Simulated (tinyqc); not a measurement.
Electromigration in a confined line: Blech product, Korhonen stress evolution and Black's law: one step, computed by the program tinyqc.

The electron wind pushes atoms from the cathode (x = 0) to the anode (x = L); blocking ends build a back stress (tension positive). The input rho is taken not to change with temperature. d sigma/dt = d/dx [kappa (d sigma/dx + G)], with zero flux at both ends and sigma = sigma_0 at t = 0.

Question. Stress along the line. sigma(x, t) = sigma_0 + G L [1/2 - x/L - 4 sum_(m odd) cos(m pi x/L) exp(-m^2 pi^2 s)/(m pi)^2], s = t/tau, summed to m = 399. Steady state: sigma_0 + G L (1/2 - x/L). Take x/L = 0, 0.1, 0.2, 0.3, 0.4, 0.6, 0.8 and 1.

Inputs (values chosen for the exercise, close to those used for copper lines):
```
quantity                            value  unit
critical stress sigma_c               190   MPa
initial stress sigma_0                 29   MPa
line length L                         140    um
test temperature T                    270     C
time as a fraction of L^2/kappa, s   0.47     -
```

Start: thermal stress.

stress gradient G = 6.811559 MPa/um

Give: Stress (MPa).

Answer.

Stress (MPa):
```
x/L  at time s  steady state
0.0      502.1         505.8
0.1      406.9         410.4
0.2      312.1         315.1
0.3      217.5         219.7
0.4      123.2         124.4
0.6      -65.2         -66.4
0.8     -254.1        -257.1
1.0     -444.1        -447.8
```

Caution: stresses above sigma_c are formal, since a void forms first.
